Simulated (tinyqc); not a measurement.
# Rectangular fin or nanosheet with a gate all round, subbands and threshold shift from confinement: what changes with what

Undoped body with a flat potential across it, hard walls, transport along x. One isotropic valley (g = 1, mx = my = mz = me). Non-parabolicity enters the subband edges through E (1 + al E) = gamma, so E = 2 gamma/(1 + sqrt(1 + 4 al gamma)); motion within a subband is taken as parabolic with the band-edge mass. Energies are counted from the bulk band edge.

Inputs (values chosen for the exercise); masses close to those of InAs: temperature T = 77 K; mass at the band edge me = 0.0227 m0; non-parabolicity al = 2.9 1/eV; width (along y) t = 4 nm; widening of the box by penetration into the insulator dl = 0 nm; gate capacitance per area of interface Cg = 1.6 uF/cm^2; height (along z) H = 4 nm.

Constants: q = 1.602176634e-19 C, kB = 1.380649e-23 J/K, hbar = 1.054571817e-34 J s, m0 = 9.1093837015e-31 kg, Vt = kB T/q, hbar^2/(2 m0) = 0.0380998212 eV nm^2. Results are converted to the units shown.

Each table varies one quantity; the others keep the values above.

## Confinement against the width

gamma = C pi^2 [a^2/(my (t + dl)^2) + b^2/(mz (H + dl)^2)], C = hbar^2/(2 m0). Each subband has N_k = g sqrt(2 mx m0 kB T/(pi hbar^2)); without degeneracy n = exp(EF/Vt) sum N_k exp(-E_k/Vt). Classical value Nc times t H, Nc = sum over valleys of 2 g (m m0 kB T/(2 pi hbar^2))^1.5 with m = (mx my mz)^(1/3). Threshold shift dVT = Vt ln(classical value/sum N_k exp(-E_k/Vt)). With degeneracy n = sum N_k F((EF - E_k)/Vt), F(x) = (1/sqrt(pi)) int_0^infinity u^(-1/2) du/(1 + exp(u - x)); gate: Vg = EF + q n/(Cg P), P = 2 (t + H), summed over the 60 lowest subbands at most, with Vg counted from the value that would put EF at the bulk band edge of an empty body. The last two columns are for Vg = 0.6 V; sensitivity d(dVT)/dt by central differences between 0.99 and 1.01 times the value.

Results:

| t (nm) | E_1 (meV) | gap to the next edge (meV) | dVT (mV) | sensitivity (mV/nm) | n/P (cm^-2) | share of the lowest subband (%) |
|---|---|---|---|---|---|---|
| 3 | 838.2 | 435.9 | 801.2 | -207.1 | 6.467e-5 | 100.0 |
| 4.8 | 624.2 | 377.4 | 590.3 | -63.46 | 4.777e9 | 100.0 |
| 6.1 | 562.6 | 265.4 | 530.3 | -33.16 | 2.486e11 | 100.0 |
| 7.7 | 522.6 | 183.7 | 491.9 | -17.14 | 3.997e11 | 100.0 |
| 9.8 | 495.6 | 122.4 | 466.4 | -8.410 | 4.364e11 | 100.0 |
| 12 | 480.6 | 85.52 | 452.8 | -4.510 | 4.406e11 | 95.31 |
| 16 | 467.2 | 50.35 | 441.2 | -1.769 | 5.432e11 | 63.15 |
| 20 | 460.8 | 32.97 | 436.4 | -0.8178 | 5.602e11 | 52.53 |

Estimate the missing row, t = 3.8 nm.

Computed row:

| t (nm) | E_1 (meV) | gap to the next edge (meV) | dVT (mV) | sensitivity (mV/nm) | n/P (cm^-2) | share of the lowest subband (%) |
|---|---|---|---|---|---|---|
| 3.8 | 712.1 | 476.9 | 676.6 | -116.0 | 1.051e4 | 100.0 |

With this row back in the table: As t grows from 3 to 20 nm, E_1 falls from 838 to 461 meV and dVT falls from 801 to 436 mV. E_1 goes as t^(-0.69) at the thin end; a thickness error of 0.2 nm moves the threshold by 41 mV in the first row and 0.16 mV in the last. The charge per interface area rises from 6.47e-5 to 5.60e11 cm^-2.

## Charge and subband filling against gate voltage

Same model as above.

Each subband has N_k = g sqrt(2 mx m0 kB T/(pi hbar^2)). Cq = q dn/dEF.

Charge and subband filling against gate voltage:

| Vg (V) | EF - E_1 (eV) | n (cm^-1) | n/P (cm^-2) | share of the lowest subband (%) | Cq/(Cg P) | total C/(Cg P) |
|---|---|---|---|---|---|---|
| 0.54 | -0.1500 | 5.403e-5 | 33.77 | 100.0 | 5.097e-10 | 5.097e-10 |
| 0.67 | -0.02091 | 1.473e4 | 9.206e9 | 100.0 | 0.1349 | 0.1189 |
| 0.79 | 0.03962 | 9.649e5 | 6.031e11 | 100.0 | 0.8085 | 0.4470 |
| 0.92 | 0.1225 | 1.718e6 | 1.074e12 | 100.0 | 0.4410 | 0.3060 |
| 1.04 | 0.2094 | 2.247e6 | 1.405e12 | 100.0 | 0.3365 | 0.2518 |
| 1.17 | 0.3091 | 2.731e6 | 1.707e12 | 100.0 | 0.2768 | 0.2168 |
| 1.29 | 0.4044 | 3.125e6 | 1.953e12 | 100.0 | 0.2419 | 0.1948 |
| 1.42 | 0.4859 | 3.901e6 | 2.438e12 | 87.79 | 2.890 | 0.7430 |
| 1.54 | 0.5182 | 5.301e6 | 3.313e12 | 66.73 | 2.002 | 0.6669 |

EF passes E_1 = 0.690 eV at Vg = 0.703 V. The share of the lowest subband falls from 100 to 66.7 % and the total capacitance moves up and down between 5.10e-10 and 0.743 of Cg P. In the last row 27 % of an added gate voltage goes into raising EF (from the last two rows).

Range of the model: Non-parabolicity also makes carriers heavier within each subband, which is left out, so densities of states are understated at high energy.

Numbers from tinyqc (`OMP_NUM_THREADS=1 python tinyqc.py 2350092 2350093 out.jsonl`; about 0.09 s on one thread of a shared Intel Xeon 2.30GHz).
